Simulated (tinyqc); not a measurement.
## Ballistic Schottky-barrier transistor with a one-dimensional channel, WKB contacts: effect of the drain bias on the off state

Source Fermi level 0, drain Fermi level -Vd. Far from the contacts Ec = pn - psi, and the gate moves psi one to one; the band edges relax as exp(-x/lam) from pn at the source and pn - Vd at the drain; Ev = Ec - Eg. A carrier of energy w inside the channel band meets at a contact a barrier of height D (the contact edge beyond the channel edge): T = 1 for w >= D, else exp(-S), S = 4 lam sqrt(m/C) [sqrt(D - w) - sqrt(w) arctan sqrt((D - w)/w)], C = hbar^2/(2 m0). The two contacts combine as Ts Td/(Ts + Td - Ts Td).

I = g (2 q^2/h) int T(w) [f(Es + w) - f(Ed + w)] dw, f(y) = 1/(1 + exp(y/Vt)). Electrons: Ds = psi, Dd = psi - Vd, Es = Ec, Ed = Ec + Vd. Holes: Ds = -psi, Dd = Vd - psi, Es = -Ev, Ed = -Ev - Vd. The size of each current is taken; both flow from drain to source and add. The integrals are converged. For each Vd, psi is set to the minimum of I.

Values chosen for this exercise; channel values close to those of a silicon nanowire with silicide contacts: temperature T = 250 K; band gap Eg = 1.12 eV; barrier for electrons at both contacts pn = 0.72 eV; electron mass mn = 0.2 m0; hole mass mp = 0.24 m0; valleys or subbands g = 2; screening length at the contacts lam = 4.5 nm.

Constants: q = 1.602176634e-19 C, kB = 1.380649e-23 J/K, hbar = 1.054571817e-34 J s, h = 6.62607015e-34 J s, m0 = 9.1093837015e-31 kg, Vt = kB T/q, hbar^2/(2 m0) = 0.0380998212 eV nm^2. Results are converted to the units shown.

Effect of the drain bias on the off state:
```
Vd (V)  psi at the minimum (V)  smallest I (uA)
0.05                     0.284         1.72e-12
0.21                     0.390         2.13e-11
0.37                     0.496         2.46e-10
0.53                     0.600          3.15e-9
0.68                     0.697          3.71e-8
0.84                     0.744          2.24e-7
1                        0.806          1.08e-6
```

The smallest current rises from 1.72e-12 to 1.08e-6 uA, 4.28 decades a volt between the last two rows, and the minimum moves by 0.55 V a volt over the table: a larger Vd lets holes enter from the drain while electrons still enter from the source.

Range of the model: No scattering, image-force lowering, channel charge or band-to-band tunnelling; parabolic kappa overstates S deep in the gap.

Numbers from tinyqc (`OMP_NUM_THREADS=1 python tinyqc.py 2390027 2390028 out.jsonl`; about 0.05 s on one thread of a shared Intel Xeon 2.30GHz).
